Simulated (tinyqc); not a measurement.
Convergence with the plane-wave basis: k.p theory built from an empirical-pseudopotential calculation at Gamma.

Empirical pseudopotential on the fcc lattice, atoms at +/- tau, tau = a (1,1,1)/8, no spin-orbit coupling. H(G,G') = c (2 pi/a)^2 |k + G|^2 delta + VS(q) cos(q.tau) + i VA(q) sin(q.tau), q = G - G', c = hbar^2/2m0; k and G in units of 2 pi/a; VS at |q|^2 = 3, 8, 11 and VA at 3, 4, 11, in rydberg, zero elsewhere. The basis holds all G with |G|^2 up to a cut-off. Energies are counted from the fourth level at Gamma.

For a multiplet A of d_A states, W(B) = (4 c/(3 d_A)) sum over n in A, m in B and i = x, y, z of |<n|G_i|m>|^2 (G in 1/angstrom, <n|G_i|m> = sum_G c_n(G)* G_i c_m(G)); the mean inverse mass of A is 1 + sum_B W(B)/(E_A - E_B). Multiplets with W = 0 are left out.

Valence parameters: D(u) = c + 4 c^2 sum_m <n|u.G|m><m|u.G|n'>/(0 - E_m) on the valence triplet, in units of c, has eigenvalues L, M, M along [100] and (L + 2M + 2N)/3, (L + 2M - N)/3 twice along [111]; g1 = -(L + 2M)/3, g2 = -(L - M)/6, g3 = -N/6.

Constants: hbar^2/2m0 = 3.80998211 eV angstrom^2; Ry = 13.60569312 eV.

Parameters, chosen for this exercise (out of a larger set: near those of Si; not measured data): a = 5.446 angstrom (lattice constant); VS = (-0.207, 0.04, 0.079) Ry (symmetric form factors); VA = (0, 0, 0) Ry (antisymmetric form factors).

E_s is the lowest empty singlet, Ep its W to the valence triplet, m its mass.

Results:
```
cut-off  plane waves  E_s (eV)  Ep (eV)  m (m0)    g1    g2    g3
8                 27     3.859    21.34  0.1537  4.45  0.41  1.56
11                51     3.936    21.20  0.1572  4.35  0.46  1.48
12                59     3.909    21.18  0.1564  4.50  0.43  1.52
16                65     3.909    21.18  0.1564  4.54  0.42  1.53
19                89     3.890    21.25  0.1554  4.52  0.44  1.53
20               113     3.857    21.29  0.1540  4.51  0.45  1.53
24               137     3.860    21.30  0.1541  4.51  0.44  1.53
```

Against the last row, E_s errs most, by +0.076 eV, at cut-off 11, and by -0.002 eV in the last row but one. Ep varies by 0.7 % over the table and m by 2.3 %: the mass, near E_s/Ep, inherits the errors of both. Local form factors fix the converged values only roughly. The gap is a difference of two levels, so it need not converge steadily, and here it does not.

tinyqc: `OMP_NUM_THREADS=1 python tinyqc.py 1050286 1050287 out.jsonl`; about 0.3 s, one thread, shared Intel(R) Xeon(R) Processor @ 2.30GHz.
